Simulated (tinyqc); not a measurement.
Inside a calculation. Method: Pariser-Parr-Pople SCF with singles CI, for the molecule C1=CC2=CC=CC2=C1 (SMILES; centres numbered as the heavy atoms are written). Computed by tinyqc, a small Python program that keeps every step. Settings: charge = 0, gamma = MN, start = huckel, damping = 0, iteration cap = 59, excitations kept = 6. Command: `OMP_NUM_THREADS=1 python tinyqc.py 24175 24176 out.jsonl` (the two numbers bound the seeds that draw the settings). One thread of a shared host (Intel(R) Xeon(R) Processor @ 2.60GHz), about 0.01 s of CPU time with the checks. Later iterations appear only in the table of the cycle.

## PPP integrals

Centres (angstrom, eV; a flat drawing with bonds scaled to 1.40 angstrom):
```
centre          x          y  core charge z          W   gamma_rr
1C       2.154000   0.000000              1  12.590000  10.180000
2C       1.331000   1.133000              1  12.590000  10.180000
3C       0.000000   0.700000              1  12.590000  10.180000
4C      -1.331000   1.133000              1  12.590000  10.180000
5C      -2.154000   0.000000              1  12.590000  10.180000
6C      -1.331000  -1.133000              1  12.590000  10.180000
7C       0.000000  -0.700000              1  12.590000  10.180000
8C       1.331000  -1.133000              1  12.590000  10.180000
```

Resonance integrals (eV):
```
i  j       beta
1  2  -2.390000
2  3  -2.390000
3  4  -2.390000
4  5  -2.390000
5  6  -2.390000
6  7  -2.390000
7  8  -2.390000
8  1  -2.390000
7  3  -2.390000
```

Mataga-Nishimoto: gamma = 14.399645/(R + a), a = 2 x 14.399645/(gamma_rr + gamma_ss); H_rr = -W_r - sum_(s != r) z_s gamma_rs; H_rs = beta for bonds.

repulsion gamma_rs (eV):
```
           1C         2C         3C         4C         5C         6C         7C         8C
1C  10.180000   5.115569   3.913595   2.835105   2.516319   2.835105   3.913595   5.115569
2C   5.115569  10.180000   5.116846   3.532352   2.835105   2.932504   3.913188   3.912412
3C   3.913595   5.116846  10.180000   5.116846   3.913595   3.913188   5.116229   3.913188
4C   2.835105   3.532352   5.116846  10.180000   5.115569   3.912412   3.913188   2.932504
5C   2.516319   2.835105   3.913595   5.115569  10.180000   5.115569   3.913595   2.835105
6C   2.835105   2.932504   3.913188   3.912412   5.115569  10.180000   5.116846   3.532352
7C   3.913595   3.913188   5.116229   3.913188   3.913595   5.116846  10.180000   5.116846
8C   5.115569   3.912412   3.913188   2.932504   2.835105   3.532352   5.116846  10.180000
```

core matrix H (eV):
```
            1C          2C          3C          4C          5C          6C          7C          8C
1C  -38.834856   -2.390000    0.000000    0.000000    0.000000    0.000000    0.000000   -2.390000
2C   -2.390000  -39.947975   -2.390000    0.000000    0.000000    0.000000    0.000000    0.000000
3C    0.000000   -2.390000  -43.593486   -2.390000    0.000000    0.000000   -2.390000    0.000000
4C    0.000000    0.000000   -2.390000  -39.947975   -2.390000    0.000000    0.000000    0.000000
5C    0.000000    0.000000    0.000000   -2.390000  -38.834856   -2.390000    0.000000    0.000000
6C    0.000000    0.000000    0.000000    0.000000   -2.390000  -39.947975   -2.390000    0.000000
7C    0.000000    0.000000   -2.390000    0.000000    0.000000   -2.390000  -43.593486   -2.390000
8C   -2.390000    0.000000    0.000000    0.000000    0.000000    0.000000   -2.390000  -39.947975
```

## Starting guess

pi electrons, sum of z_r less the charge = 8

Orbitals of the Hueckel matrix of the beta values.

P at the start:
```
           1C         2C         3C         4C         5C         6C         7C         8C
1C   1.173210   0.649887  -0.210643  -0.057220   0.173210  -0.057220  -0.210643   0.649887
2C   0.649887   0.814617   0.524345   0.314617  -0.057220  -0.352050  -0.142321   0.147950
3C  -0.210643   0.524345   1.197556   0.524345  -0.210643  -0.142321   0.530889  -0.142321
4C  -0.057220   0.314617   0.524345   0.814617   0.649887   0.147950  -0.142321  -0.352050
5C   0.173210  -0.057220  -0.210643   0.649887   1.173210   0.649887  -0.210643  -0.057220
6C  -0.057220  -0.352050  -0.142321   0.147950   0.649887   0.814617   0.524345   0.314617
7C  -0.210643  -0.142321   0.530889  -0.142321  -0.210643   0.524345   1.197556   0.524345
8C   0.649887   0.147950  -0.142321  -0.352050  -0.057220   0.314617   0.524345   0.814617
```

## Iteration 1: Fock matrix

F_rr = H_rr + P_rr gamma_rr / 2 + sum_(s != r) P_ss gamma_rs; F_rs = H_rs - P_rs gamma_rs / 2; E = tr P (H + F) / 2 + core repulsion sum_(r<s) z_r z_s gamma_rs.

F (eV):
```
           1C         2C         3C         4C         5C         6C         7C         8C
1C  -7.584041  -4.052271   0.412186   0.081112  -0.217926   0.081112   0.412186  -4.052271
2C  -4.052271  -7.206295  -3.731498  -0.555669   0.081112   0.516194   0.278465  -0.289421
3C   0.412186  -3.731498  -7.475981  -3.731498   0.412186   0.278465  -3.748076   0.278465
4C   0.081112  -0.555669  -3.731498  -7.206295  -4.052271  -0.289421   0.278465   0.516194
5C  -0.217926   0.081112   0.412186  -4.052271  -7.584041  -4.052271   0.412186   0.081112
6C   0.081112   0.516194   0.278465  -0.289421  -4.052271  -7.206295  -3.731498  -0.555669
7C   0.412186   0.278465  -3.748076   0.278465   0.412186  -3.731498  -7.475981  -3.731498
8C  -4.052271  -0.289421   0.278465   0.516194   0.081112  -0.555669  -3.731498  -7.206295
```

pi energy = -114.684336 eV

## Iteration 1: orbitals and new P

Diagonalise F (the basis is taken as orthonormal) and form P = 2 sum c c over the lowest orbitals.

orbital energies (eV): -15.715032  -13.256838  -11.916230  -10.422118  -5.845012  -1.565518  -0.424065  0.199588

P after iteration 1:
```
           1C         2C         3C         4C         5C         6C         7C         8C
1C   1.149774   0.652700  -0.217735  -0.054386   0.157483  -0.054386  -0.217735   0.652700
2C   0.652700   0.831468   0.519024   0.327613  -0.054386  -0.348224  -0.142914   0.155630
3C  -0.217735   0.519024   1.187290   0.519024  -0.217735  -0.142914   0.538966  -0.142914
4C  -0.054386   0.327613   0.519024   0.831468   0.652700   0.155630  -0.142914  -0.348224
5C   0.157483  -0.054386  -0.217735   0.652700   1.149774   0.652700  -0.217735  -0.054386
6C  -0.054386  -0.348224  -0.142914   0.155630   0.652700   0.831468   0.519024   0.327613
7C  -0.217735  -0.142914   0.538966  -0.142914  -0.217735   0.519024   1.187290   0.519024
8C   0.652700   0.155630  -0.142914  -0.348224  -0.054386   0.327613   0.519024   0.831468
```

## Iteration 2: Fock matrix

As before.

F (eV):
```
           1C         2C         3C         4C         5C         6C         7C         8C
1C  -7.574703  -4.059465   0.426063   0.077095  -0.198139   0.077095   0.426063  -4.059465
2C  -4.059465  -7.224690  -3.717884  -0.578623   0.077095   0.510585   0.279625  -0.304445
3C   0.426063  -3.717884  -7.459865  -3.717884   0.426063   0.279625  -3.768736   0.279625
4C   0.077095  -0.578623  -3.717884  -7.224690  -4.059465  -0.304445   0.279625   0.510585
5C  -0.198139   0.077095   0.426063  -4.059465  -7.574703  -4.059465   0.426063   0.077095
6C   0.077095   0.510585   0.279625  -0.304445  -4.059465  -7.224690  -3.717884  -0.578623
7C   0.426063   0.279625  -3.768736   0.279625   0.426063  -3.717884  -7.459865  -3.717884
8C  -4.059465  -0.304445   0.279625   0.510585   0.077095  -0.578623  -3.717884  -7.224690
```

pi energy = -114.703021 eV

## Iteration 2: orbitals and new P

As before.

orbital energies (eV): -15.715651  -13.268962  -11.901912  -10.450986  -5.831038  -1.568698  -0.431977  0.201331

P after iteration 2:
```
           1C         2C         3C         4C         5C         6C         7C         8C
1C   1.145590   0.653465  -0.218710  -0.053624   0.152815  -0.053624  -0.218710   0.653465
2C   0.653465   0.834582   0.517274   0.330969  -0.053624  -0.347426  -0.143294   0.156186
3C  -0.218710   0.517274   1.185246   0.517274  -0.218710  -0.143294   0.542037  -0.143294
4C  -0.053624   0.330969   0.517274   0.834582   0.653465   0.156186  -0.143294  -0.347426
5C   0.152815  -0.053624  -0.218710   0.653465   1.145590   0.653465  -0.218710  -0.053624
6C  -0.053624  -0.347426  -0.143294   0.156186   0.653465   0.834582   0.517274   0.330969
7C  -0.218710  -0.143294   0.542037  -0.143294  -0.218710   0.517274   1.185246   0.517274
8C   0.653465   0.156186  -0.143294  -0.347426  -0.053624   0.330969   0.517274   0.834582
```

## Convergence

Stop when output and input P, before any damping, agree to 1e-7.

Course of the cycle:
```
iteration         E (eV)  largest |P(out) - P(in)|
1          -114.68433574                  2.34e-02
2          -114.70302145                  4.67e-03
3          -114.70390761                  1.43e-03
4          -114.70397426                  4.60e-04
5          -114.70398161                  1.73e-04
6          -114.70398258                  6.62e-05
7          -114.70398272                  2.53e-05
8          -114.70398274                  9.62e-06
9          -114.70398274                  3.66e-06
10         -114.70398274                  1.39e-06
11         -114.70398274                  5.26e-07
12         -114.70398274                  1.99e-07
13         -114.70398274                  7.54e-08
```

Converged in 13 iterations.

## Converged orbitals

Charges are z - P_rr.

orbital energies (eV): -15.715691  -13.271688  -11.896777  -10.460034  -5.828205  -1.567614  -0.435842  0.201416

coefficients:
```
         MO1        MO2        MO3        MO4        MO5        MO6        MO7        MO8
1C  0.281871   0.498430   0.000000   0.494290   0.000000   0.501565   0.419793   0.000000
2C  0.329534   0.354660   0.412187   0.115900   0.500000  -0.352443  -0.357735  -0.283023
3C  0.450958   0.000000   0.400254  -0.478342   0.000000   0.000000   0.260433   0.582921
4C  0.329534  -0.354660   0.412187   0.115900  -0.500000   0.352443  -0.357735  -0.283023
5C  0.281871  -0.498430   0.000000   0.494290   0.000000  -0.501565   0.419793   0.000000
6C  0.329534  -0.354660  -0.412187   0.115900   0.500000   0.352443  -0.357735   0.283023
7C  0.450958   0.000000  -0.400254  -0.478342   0.000000   0.000000   0.260433  -0.582921
8C  0.329534   0.354660  -0.412187   0.115900  -0.500000  -0.352443  -0.357735   0.283023
```

pi charges: 1C -0.144413, 2C 0.164585, 3C -0.184757, 4C 0.164585, 5C -0.144413, 6C 0.164585, 7C -0.184757, 8C 0.164585

## Singles CI, singlets

Over the 6 single excitations with the smallest orbital gaps: A = (e_a - e_i) delta + 2 (ia|jb) - (ij|ab), with (pq|rs) = sum c_mp c_mq gamma_mn c_nr c_ns. f = 2/3 w |mu|^2 in atomic units, mu = sqrt2 sum c_ia sum_m c_mi c_ma R_m.

singlet CI matrix (eV):
```
          4>5       3>5       2>5       4>6       1>5       4>7
4>5  0.499249  0.000000  0.000000  0.000000  0.487945  0.000000
3>5  0.000000  3.721102  0.000000  0.487261  0.000000  0.000000
2>5  0.000000  0.000000  4.610131  0.000000  0.000000  0.000000
4>6  0.000000  0.487261  0.000000  5.810602  0.000000  0.000000
1>5  0.487945  0.000000  0.000000  0.000000  6.417998  0.000000
4>7  0.000000  0.000000  0.000000  0.000000  0.000000  6.715953
```

singlet excitation energies (eV): 0.459292  3.613062  4.610131  5.918643  6.457955  6.715953

oscillator strengths: 0.000000  0.497519  0.521007  1.181078  0.000000  0.000000

## Singles CI, triplets

Over the 6 single excitations with the smallest orbital gaps: A = (e_a - e_i) delta - (ij|ab), with (pq|rs) = sum c_mp c_mq gamma_mn c_nr c_ns.

triplet CI matrix (eV):
```
          4>5       3>5       2>5       4>6       1>5       4>7
4>5  0.346980  0.000000  0.000000  0.000000  0.055007  0.000000
3>5  0.000000  1.129286  0.000000  0.068815  0.000000  0.000000
2>5  0.000000  0.000000  2.882508  0.000000  0.000000  0.000000
4>6  0.000000  0.068815  0.000000  4.194145  0.000000  0.000000
1>5  0.055007  0.000000  0.000000  0.000000  5.187048  0.000000
4>7  0.000000  0.000000  0.000000  0.000000  0.000000  5.263883
```

triplet excitation energies (eV): 0.346355  1.127741  2.882508  4.195689  5.187673  5.263883
